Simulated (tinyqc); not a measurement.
Worked calculation: band offset from the macroscopic average of a supercell potential. Values are carried at full precision from step to step, so a last printed digit may differ when a step is redone from the rounded ones.

A model of the planar-averaged electrostatic energy of an electron in a periodic cell of N1 periods of A (L1 = N1 n1 h) and N2 periods of B (L2 = N2 n2 h), on z_j = j h: V(z) = f VA + (1 - f) VB + F t(z), VA = V1[0] + V1[1] cos(2 pi z/(n1 h)) + V1[2] cos(4 pi z/(n1 h)), VB the same with V2, n2 and z - L1. f = [tanh(z/w) - tanh((z - L1)/w) + tanh((z - L1 - L2)/w)]/2 + 1/2; t(z) = z - L1/2 in A and (L1/L2)(L1 + L2/2 - z) beyond, so that the cell is periodic.

Constants: e^2/(4 pi eps0) = 14.39964547 eV angstrom.

Values chosen for the exercise (gaps near those of GaN and AlN; the results hold for these values, not for the real material): h = 0.35 angstrom (grid step); n1 = 6 (grid points per period of A); n2 = 6 (grid points per period of B); N1 = 4 (periods of A); N2 = 4 (periods of B); V1 = (-9.95, 1.65, -0.69) eV (mean and two harmonics of the potential in A); V2 = (-7.79, 3.35, 0.32) eV (the same in B); w = 0.45 angstrom (width of the interfaces); F = 0 eV/angstrom (slope in A from opposite charges on the two interfaces); Ev1 = 2.46 eV (valence top of bulk A above its mean potential); Eg1 = (1.94, 3.48) eV (gap of A: semi-local value, corrected value); fv1 = 0.49 (share of the correction that lowers the valence top of A); Ev2 = 0.03 eV (valence top of bulk B above its mean potential); Eg2 = (4.09, 6.19) eV (gap of B: semi-local value, corrected value); fv2 = 0.57 (the same share for B); eps = 5.1 (dielectric constant at the interface).

## The planar average

Evaluate V on the grid, j = 0, 1, ...

V(z_j) (eV): -6.555  -8.343  -10.396  -12.276  -10.428  -8.779  -8.990  -8.780  -10.430  -12.290  -10.430  -8.780  -8.990  -8.780  -10.430  -12.290  -10.430  -8.780  -8.990  -8.779  -10.428  -12.276  -10.396  -8.343  -6.555  -6.712  -9.659  -10.834  -9.627  -6.276  -4.120  -6.275  -9.625  -10.820  -9.625  -6.275  -4.120  -6.275  -9.625  -10.820  -9.625  -6.275  -4.120  -6.276  -9.627  -10.834  -9.659  -6.712

## Running means

Running mean over n points, periodic: for odd n the plain mean of the n points centred on j; for even n the n + 1 points with half weight at both ends. The macroscopic average applies the mean over n1 points and then over n2 points.

Apply the first mean, then the second.

after the mean over n1 points (eV): -8.870  -9.054  -9.291  -9.666  -9.905  -9.944  -9.948  -9.950  -9.950  -9.950  -9.950  -9.950  -9.950  -9.950  -9.950  -9.950  -9.950  -9.950  -9.948  -9.944  -9.905  -9.666  -9.291  -9.054  -8.870  -8.686  -8.449  -8.074  -7.835  -7.796  -7.792  -7.790  -7.790  -7.790  -7.790  -7.790  -7.790  -7.790  -7.790  -7.790  -7.790  -7.790  -7.792  -7.796  -7.835  -8.074  -8.449  -8.686

macroscopic average (eV): -8.870  -9.124  -9.350  -9.545  -9.709  -9.839  -9.918  -9.945  -9.949  -9.950  -9.950  -9.950  -9.950  -9.950  -9.950  -9.950  -9.949  -9.945  -9.918  -9.839  -9.709  -9.545  -9.350  -9.124  -8.870  -8.616  -8.390  -8.195  -8.031  -7.901  -7.822  -7.795  -7.791  -7.790  -7.790  -7.790  -7.790  -7.790  -7.790  -7.790  -7.791  -7.795  -7.822  -7.901  -8.031  -8.195  -8.390  -8.616

Around the middle of B the first mean varies by 0 meV over five points and the second by 0 meV.

## The potential line-up

Read the macroscopic average in the middle of each region, j = 12 and j = 36, and its slope in A by a central difference over two points each way.

plateau in A = -9.950 eV
plateau in B = -7.790 eV
dV = B - A = 2.160 eV
slope in A = 0.000 eV/angstrom

The plateaus are flat, so the line-up is well defined.

## Band offsets

dEv = Ev(A) - Ev(B) = Ev1 - (dV + Ev2); dEc = Ec(B) - Ec(A) = Eg2 - Eg1 - dEv. The correction of a gap, c = Eg[1] - Eg[0], lowers the valence top by fv c and leaves dV, a ground-state quantity, as it is. Type I: dEv and dEc of one sign; II: opposite signs; III: no overlap of the gaps.

Give the offsets with semi-local and with corrected band edges.

dEv, dEc, semi-local (eV): 0.270  1.880

lowering of the valence tops of A and B (eV): 0.755  1.197

dEv, dEc, corrected (eV): 0.712  1.998

The correction moves dEv by +0.44 eV and dEc by +0.12 eV; the type stays I.

## The dipole behind the step

A step dV of the mean electron energy from A to B across an interface equals 4 pi (e^2/4 pi eps0) times a dipole per area p (in e angstrom per angstrom^2). For a change of 0.1 eV in dV, give the charge per area moved over 2 angstrom in a medium of dielectric constant eps: sigma = 0.1 eps/(4 pi (e^2/4 pi eps0) 2). 1 angstrom^-2 = 1e16 cm^-2.

|p| = 0.01194 e/angstrom
sigma = 1.41e+13 e/cm^2

With about 7e14 atoms per cm^2 in a plane (as on a silicon (100) face), 2.0 % of an electron per atom shifts the line-up by 0.1 eV.

## Checks

- Line-up in a cell of 14 + 14 periods without slope against V2[0] - V1[0] (eV): both 2.1600.

tinyqc: `OMP_NUM_THREADS=1 python tinyqc.py 1881121 1881122 out.jsonl`; about 0.01 s, one thread, shared Intel(R) Xeon(R) Processor @ 2.30GHz.
